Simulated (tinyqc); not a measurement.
Schottky diode by the thermionic emission-diffusion theory: one step of the calculation.

Metal on an n-type semiconductor with one parabolic valley; V > 0 is forward bias (metal positive). The band bends as a parabola over the depletion layer, by Vd = Vbi - V; no image force. Carriers drift and diffuse up to the interface and leave it with the velocity vR.

Question. Diffusion velocity. LD = sqrt(eps0 eps_r Vt/(q Nd)), a = sqrt((Vbi - V)/Vt), D(a) = exp(-a^2) int_0^a exp(s^2) ds (Dawson), vD = mun Vt/(sqrt(2) LD D(a)). For large a, vD tends to mun times the surface field sqrt(2 q Nd (Vbi - V)/(eps0 eps_r)).

Values chosen for this exercise; band and dielectric values close to those of gallium nitride: temperature T = 400 K; relative permittivity eps_r = 9.33; electron mobility mun = 1000 cm^2/(V s); donor density Nd = 6.3e15 cm^-3; bias V = 0.12 V.

Constants: q = 1.602176634e-19 C, kB = 1.380649e-23 J/K, Vt = kB T/q, eps0 = 8.8541878128e-14 F/cm where lengths are in cm. Results are converted to the units shown.

Vbi = 0.57337627 V

Find: LD; a; D(a); vD; mun times the surface field.

Answer.

LD = 53.114 nm
a = 3.6267
D(a) = 0.14387
vD = 3.1897e7 cm/s
mun times the surface field = 3.3285e7 cm/s

tinyqc, about 0.01 s, one thread, Intel Xeon 2.30GHz (shared host): `OMP_NUM_THREADS=1 python tinyqc.py 2640039 2640040 out.jsonl`
